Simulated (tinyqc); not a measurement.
Forward curve with series resistance: current of a Schottky diode by thermionic-emission-diffusion theory, and its read-back from I-V-T and C-V data. Computed by tinyqc, a small Python program. Command: `OMP_NUM_THREADS=1 python tinyqc.py 3023331 3023332 out.jsonl schottky walk`. One thread of a shared host (Intel(R) Xeon(R) Processor @ 2.30GHz), about 0.01 s of CPU time with the checks.

Full ionisation, no tunnelling, no recombination current. V is the voltage across the junction itself, forward positive.

Inputs (values chosen for the exercise, modelled on n-type 4H-SiC):

| quantity | value | unit |
|---|---|---|
| Richardson constant A* | 148 | A/(cm^2 K^2) |
| effective density of states at 300 K, N_c | 1.8e+19 | 1/cm^3 |
| permittivity eps | 9.7 | - |
| mobility mu | 960 | cm^2/(V s) |
| barrier without image force phi_0 (mean) | 1.17 | eV |
| doping N | 5.3e+16 | 1/cm^3 |
| series resistance R_s | 0.11 | milliohm cm^2 |
| junction voltage V | 0.47 | V |
| temperature T | 250 | K |
| standard deviation sigma | 33 | meV |
| relative change of sigma^2 with bias, rho | 0.7 | 1/V |

Barrier: Gaussian spread of heights.

Constants: k_B = 8.617333262e-05 eV/K; e = 1.602176634e-19 C; eps_0 = 8.8541878128e-12 F/m.

Method:
- N_c(T) = N_c (T/300 K)^(3/2); V_bi = phi_0 - (k_B T/e) ln(N_c(T)/N); surface field F = sqrt(2 e N (V_bi - V - k_B T/e)/(eps eps_0)); image lowering d_phi = sqrt(e F/(4 pi eps eps_0)); effective barrier phi = phi_0 - d_phi - sigma^2 (1 - rho V)/(2 k_B T).
- Collection velocity v_R = A* T^2/(e N_c(T)); diffusion velocity v_D = mu F; J = e N_c(T) v_R/(1 + v_R/v_D) exp(-phi/k_B T) [exp(e V/k_B T) - 1].
- Terminal voltage V + J R_s; apparent ideality from neighbouring rows, (e/k_B T) dV_terminal/d ln J.

built-in voltage V_bi = 1.05034 V

Forward curve; the last column belongs to the interval up to the next row:

| V (V) | J (A/cm^2) | terminal voltage (V) | apparent n |
|---|---|---|---|
| 0.252 | 5.3614e-11 | 0.2520 | 1.0338 |
| 0.350 | 4.3674e-09 | 0.3500 | 1.0358 |
| 0.448 | 3.5287e-07 | 0.4480 | 1.0383 |
| 0.545 | 2.6972e-05 | 0.5450 | 1.0419 |
| 0.643 | 2.1235e-03 | 0.6430 | 1.0476 |
| 0.741 | 1.6336e-01 | 0.7410 | 1.0715 |
| 0.839 | 1.2068e+01 | 0.8403 | 2.0503 |
| 0.937 | 8.1052e+02 | 1.0262 | - |

What follows from these numbers?

The resistance takes over where J R_s exceeds k_B T/e, at J = 196 A/cm^2; the apparent ideality climbs from 1.03 to 2.05, so barrier and n must be read below that current.
